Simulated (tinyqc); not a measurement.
# MOSFET in the linear regime without short-channel effects, parameter extraction from computed curves: extraction methods against the temperature

Inversion charge Q = Cox n Vt W0(exp((Vg - VT)/(n Vt))), W0 the Lambert function and n = nf; u = Q/Cox; mobility mu = mu0/(1 + th1 u + th2 u^2); channel resistance Rch = (L - dL)/(W mu Q); Id = Vd/(Rch + Rsd/W). Cox = eps0 eox/tox. Small Vd, no channel-length or drain effects.

From the continuous curve Id(Vg): tangent at peak gm (V_ext = Vg - Id/gm); constant current Id = 0.1 uA W/L; peak of d2Id/dVg2; Y = Id/sqrt(gm) drawn through Vg = VT + 0.6 and VT + 0.8 V, with intercept VT_Y and slope s. Mobilities gm,max L/(W Cox Vd) and s^2 L/(W Cox Vd) with the drawn L. Last column: share of Rsd/W in the total resistance at VT + 0.8 V.

Values chosen for this exercise; channel values of the order met in silicon transistors: relative permittivity of the gate insulator (close to silicon dioxide) eox = 3.9; insulator thickness tox = 1.9 nm; low-field mobility mu0 = 400 cm^2/(V s); first mobility attenuation factor th1 = 0.32 1/V; second mobility attenuation factor th2 = 0 1/V^2; threshold voltage VT = 0.62 V; body factor nf = 1.31; gate width W = 1 um; drawn gate length L = 0.23 um; drawn less effective length dL = 0.005 um; source plus drain resistance Rsd = 110 ohm um; drain voltage Vd = 0.01 V.

Constants: q = 1.602176634e-19 C, kB = 1.380649e-23 J/K, Vt = kB T/q, eps0 = 8.8541878128e-14 F/cm where lengths are in cm. Results are converted to the units shown.

Result of one run:

| V_ext (V) | constant current (V) | second derivative (V) | VT_Y (V) | mobility from gm (cm^2/(V s)) | mobility from Y (cm^2/(V s)) | series share (%) |
|---|---|---|---|---|---|---|
| 0.623 | 0.619 | 0.613 | 0.662 | 290 | 378 | 17.2 |

Which temperature T gave this result: 77, 220, 300 or 370 K?

T = 220 K.

The whole series:

| T (K) | V_ext (V) | constant current (V) | second derivative (V) | VT_Y (V) | mobility from gm (cm^2/(V s)) | mobility from Y (cm^2/(V s)) | series share (%) |
|---|---|---|---|---|---|---|---|
| 77 | 0.626 | 0.637 | 0.618 | 0.644 | 332 | 398 | 17.9 |
| 110 | 0.626 | 0.635 | 0.617 | 0.650 | 319 | 394 | 17.7 |
| 150 | 0.625 | 0.630 | 0.616 | 0.656 | 307 | 388 | 17.5 |
| 220 | 0.623 | 0.619 | 0.613 | 0.662 | 290 | 378 | 17.2 |
| 300 | 0.618 | 0.603 | 0.609 | 0.666 | 275 | 367 | 16.9 |
| 370 | 0.613 | 0.587 | 0.605 | 0.666 | 264 | 357 | 16.6 |
| 450 | 0.605 | 0.567 | 0.600 | 0.665 | 254 | 346 | 16.4 |

The model has VT = 0.62 V and mu0 = 400 cm^2/(V s). Over the table the extracted thresholds move by 21 mV (tangent), 71 mV (constant current), 18 mV (second derivative), 22 mV (Y function). The mobility from gm falls from 332 to 254 and that from Y falls from 398 to 346 cm^2/(V s).

Computed by the program tinyqc: `OMP_NUM_THREADS=1 python tinyqc.py 2210120 2210121 out.jsonl`, one thread of a shared Intel Xeon 2.30GHz, about 0.01 s for the whole run.
